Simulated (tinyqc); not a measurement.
# Polarisation charge from two barrier thicknesses

Inverse problem. Voff = phiB - dEc - q sigma d/(eps0 eb). Find sigma, phiB - dEc and the thickness at which Voff = 0.

Constants: q = 1.602176634e-19 C, eps0 = 8.8541878128e-14 F/cm where lengths are in cm. Results are converted to the units shown.

Voff at d = 16 and 36 nm (V): [-2.1828956, -5.8830152]
eb = 9.425

Solution. Voff is a straight line in d: its slope is -q sigma/(eps0 eb) and its intercept phiB - dEc.

sigma = 9.636e12 cm^-2
phiB - dEc = 0.7772 V
thickness for Voff = 0 = 4.201 nm

tinyqc, about 0.01 s, one thread, Intel Xeon 2.30GHz (shared host): `OMP_NUM_THREADS=1 python tinyqc.py 2180085 2180086 out.jsonl`
